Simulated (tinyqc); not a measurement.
# Resistance of a source-drain extension with a graded tip: abruptness at a fixed junction position

y runs along the channel, the gate covers y > 0. The doping is N0 for y < y0 and N0 10^(-(y - y0)/la) beyond, uniform over the depth xj. Sheet conductance s(y) = q mu(N) max(N - Nch, 0) xj + (for y > 0) ma Cox Vo, with mu(N) = u0 + (u1 - u0)/(1 + (N/Nr)^au) and Cox = eps0 eox/tox. Current is taken as one-dimensional; depletion of the tip, spreading and the contact are left out. The metallurgical junction lies at yj, where N = Nch.

R_spacer = integral of dy/s from -Ls to 0, R_ov from 0 to yj, R_channel = (Lg - 2 yj)/(ma Cox Vo), R_total = 2 R_spacer + 2 R_ov + R_channel. Electrical length L_eff = ma Cox dR_total/d(1/Vo); R_series = R_total - L_eff/(ma Cox Vo). y0 is moved with la so that yj stays at 13.952 nm.

Inputs (values chosen for the exercise); mobility law close to that of electrons in silicon:
- eox = 22.6 (relative permittivity of the gate insulator (close to hafnium oxide))
- tox = 7.8 nm (insulator thickness)
- N0 = 1.8e20 cm^-3 (active doping of the extension far from the gate)
- xj = 17 nm (depth of the extension)
- Nch = 4e17 cm^-3 (channel doping)
- Ls = 17 nm (spacer length)
- Vo = 0.34 V (gate overdrive)
- ma = 180 cm^2/(V s) (mobility of the gate-induced layer)
- u1 = 1414 cm^2/(V s) (mobility at low doping)
- u0 = 68.5 cm^2/(V s) (mobility at high doping)
- Nr = 9.2e16 cm^-3 (reference doping)
- au = 0.711 (exponent)
- Lg = 60 nm (gate length)

Constants: q = 1.602176634e-19 C, eps0 = 8.8541878128e-14 F/cm where lengths are in cm. Results are converted to the units shown.

The same in every row: yj (nm) = 13.95; R_channel (ohm um) = 204.4.

Result of one run:

| la (nm/decade) | R_spacer (ohm um) | R_ov (ohm um) | R_total (ohm um) | L_eff (nm) | R_series (ohm um) |
|---|---|---|---|---|---|
| 7.4 | 6.987 | 48.51 | 315.4 | 41.96 | 48.15 |

What becomes of these results when the lateral abruptness la is changed from 7.4 to 2.3 nm/decade, all else the same?

Result of the changed run:

| la (nm/decade) | R_spacer (ohm um) | R_ov (ohm um) | R_total (ohm um) | L_eff (nm) | R_series (ohm um) |
|---|---|---|---|---|---|
| 2.3 | 4.657 | 18.21 | 250.2 | 35.23 | 25.80 |

The whole series:

| la (nm/decade) | R_spacer (ohm um) | R_ov (ohm um) | R_total (ohm um) | L_eff (nm) | R_series (ohm um) |
|---|---|---|---|---|---|
| 1 | 4.657 | 9.989 | 233.7 | 33.48 | 20.45 |
| 2.3 | 4.657 | 18.21 | 250.2 | 35.23 | 25.80 |
| 3.6 | 4.657 | 26.43 | 266.6 | 36.97 | 31.14 |
| 4.9 | 4.657 | 34.66 | 283.1 | 38.71 | 36.48 |
| 6.1 | 4.975 | 41.96 | 298.3 | 40.31 | 41.55 |
| 7.4 | 6.987 | 48.51 | 315.4 | 41.96 | 48.15 |
| 8.7 | 11.11 | 53.63 | 333.9 | 43.46 | 57.08 |
| 10 | 17.32 | 57.60 | 354.3 | 44.77 | 69.13 |

As la goes from 1 to 10 nm/decade, R_total rises from 234 to 354 ohm um, R_spacer rises from 4.66 to 17.3 ohm um and R_ov rises from 9.99 to 57.6 ohm um. R_total changes on average by 13.4 ohm um for each nm/decade. L_eff exceeds the metallurgical length by 1.39 nm in the first row and 12.7 nm in the last, since the gate also controls the lightly doped tips.

Computed by the program tinyqc: `OMP_NUM_THREADS=1 python tinyqc.py 2282018 2282019 out.jsonl`, one thread of a shared Intel Xeon 2.30GHz, about 0.03 s for the whole run.
